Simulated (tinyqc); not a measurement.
# Two-mode optical phonons of a ternary alloy from two coupled oscillators, step by step

A worked calculation. Computed by tinyqc, a small Python program that keeps every step. Command: `OMP_NUM_THREADS=1 python tinyqc.py 3018145 3018146 out.jsonl twomode walk`. One thread of a shared host (Intel(R) Xeon(R) Processor @ 2.30GHz), about 0.01 s of CPU time with the checks. Intermediate numbers are printed to about 6 digits and carried at full precision; extremes and crossings named in words are read from the listed rows.

An alloy A(x)B(1-x)C has an A-C and a B-C bond oscillator. Each TO frequency moves linearly from the impurity mode (dilute end) to the TO of the pure crystal; each strength is proportional to the number of bonds.

Inputs (values chosen for the exercise, modelled on In(x)Ga(1-x)As, with A-C the InAs-like and B-C the GaAs-like bond):

| quantity | value | unit |
|---|---|---|
| omega_TO of pure AC | 216.2 | 1/cm |
| omega_LO of pure AC | 241.7 | 1/cm |
| omega_TO of pure BC | 265.9 | 1/cm |
| omega_LO of pure BC | 293.6 | 1/cm |
| eps_inf of AC | 12.6 | - |
| eps_inf of BC | 11.2 | - |
| impurity mode of A in BC | 231.9 | 1/cm |
| impurity mode of B in AC | 245.5 | 1/cm |
| fraction x of A | 0.83 | - |
| damping gamma | 3.9 | 1/cm |
| electron mass m* | 0.1 | m_0 |

Constants: e^2/(4 pi eps_0) = 14.39964548 eV angstrom; hbar^2/(2 m_0) = 3.80998212 eV angstrom^2; 1 THz = 33.35640952 1/cm; h x 1 THz = 4.135667696 meV.

## The two oscillators

omega_1 = (impurity mode of A) + x (omega_TO,AC - impurity mode of A); omega_2 = (impurity mode of B) + (1 - x)(omega_TO,BC - impurity mode of B); eps_inf = x eps_AC + (1 - x) eps_BC; strengths W_1 = x eps_AC (omega_LO,AC^2 - omega_TO,AC^2), W_2 = (1 - x) eps_BC (omega_LO,BC^2 - omega_TO,BC^2).

omega_1 (A-C, TO) = 218.869 1/cm

omega_2 (B-C, TO) = 248.968 1/cm

eps_inf = 12.362

W_1 = 122112 1/cm^2

W_2 = 29508.5 1/cm^2

## LO modes, coupled by the field

eps(omega) = eps_inf + W_1/(omega_1^2 - omega^2) + W_2/(omega_2^2 - omega^2) = 0 is the eigenproblem of the matrix [[omega_1^2 + W_1/eps_inf, sqrt(W_1 W_2)/eps_inf], [sqrt(W_1 W_2)/eps_inf, omega_2^2 + W_2/eps_inf]] for omega_LO^2. Uncoupled values keep the diagonal alone. eps_s = eps_inf + W_1/omega_1^2 + W_2/omega_2^2.

matrix (1/cm^2):
```
         1        2
1  57781.7   4855.8
2   4855.8  64372.1
```

lower LO mode = 234.965 1/cm

upper LO mode = 258.738 1/cm

uncoupled values (1/cm): 240.378  253.717

eps_s = 15.3872

The field pushes the upper mode up by 5.02 and the lower one down by 5.41 per cm; the lower LO stays between the two TO modes.

## Share of the polar coupling

The polar coupling of mode j is c_j = (u_j . sqrt(W))^2/(eps_inf^2 omega_j^2), u_j its eigenvector and omega_j here its LO frequency; the c_j add up to 1/eps_inf - 1/eps_s. Froehlich constant alpha_j = (e^2/(4 pi eps_0)) c_j k_j/(2 E_j), E_j = h c omega_j, k_j = sqrt(m* E_j/(hbar^2/(2 m_0))).

c_j, lower and upper mode: 0.00617988  0.00972402

share of the upper mode = 0.611424

alpha_j, lower and upper mode: 0.0422334  0.0633276

The upper mode holds 61 % of the coupling, against 16 % of the ionic part of eps_s for the upper oscillator: the field moves strength to the higher mode.

## Reflectivity

With damping, each denominator is omega_j^2 - omega^2 - i gamma omega; R = |(sqrt(eps) - 1)/(sqrt(eps) + 1)|^2.

Spectrum:

| omega (1/cm) | Re eps | Im eps | R |
|---|---|---|---|
| 206 | 35.7306 | 3.27422 | 0.510007 |
| 219 | 4.89956 | 142.458 | 0.786302 |
| 227 | -16.6232 | 7.99958 | 0.821116 |
| 234 | -1.13001 | 2.83920 | 0.347813 |
| 235 | 0.226755 | 2.63680 | 0.206715 |
| 240 | 6.32072 | 2.57824 | 0.208317 |
| 249 | 3.24235 | 30.9723 | 0.589821 |
| 254 | -5.07295 | 4.39391 | 0.619773 |
| 259 | 0.440411 | 1.43886 | 0.118906 |
| 264 | 3.01123 | 0.766177 | 0.0800837 |
| 285 | 7.17278 | 0.210415 | 0.208299 |

## Modes across the composition range

The formulas are those given above.

Frequencies (1/cm):

| x | TO, A-C | TO, B-C | lower LO | upper LO | coupling share of the upper LO | eps_s |
|---|---|---|---|---|---|---|
| 0.02 | 231.586 | 265.492 | 231.883 | 292.850 | 0.992587 | 13.6962 |
| 0.10 | 230.330 | 263.860 | 231.833 | 289.829 | 0.962715 | 13.8612 |
| 0.20 | 228.760 | 261.820 | 231.823 | 286.004 | 0.924689 | 14.0680 |
| 0.35 | 226.405 | 258.760 | 231.949 | 280.129 | 0.865353 | 14.3796 |
| 0.50 | 224.050 | 255.700 | 232.314 | 274.018 | 0.801302 | 14.6928 |
| 0.65 | 221.695 | 252.640 | 233.062 | 267.528 | 0.728330 | 15.0076 |
| 0.80 | 219.340 | 249.580 | 234.521 | 260.329 | 0.635195 | 15.3238 |
| 0.90 | 217.770 | 247.540 | 236.374 | 254.651 | 0.540090 | 15.5354 |
| 0.98 | 216.514 | 245.908 | 239.584 | 248.381 | 0.342788 | 15.7050 |

The upper LO moves from 292.8 to 248.4 and the lower from 231.9 to 239.6 per cm. At each dilute end one LO-TO pair closes onto an impurity mode. The upper LO shifts by -0.42 per cm for each per cent of x near the middle, which is how Raman spectra measure composition. Its share of the polar coupling passes one half between x = 0.9 and 0.98.

Checks made by the program: generalised Lyddane-Sachs-Teller relation (relative difference below 1e-10); sum of the couplings (relative difference below 1e-10).
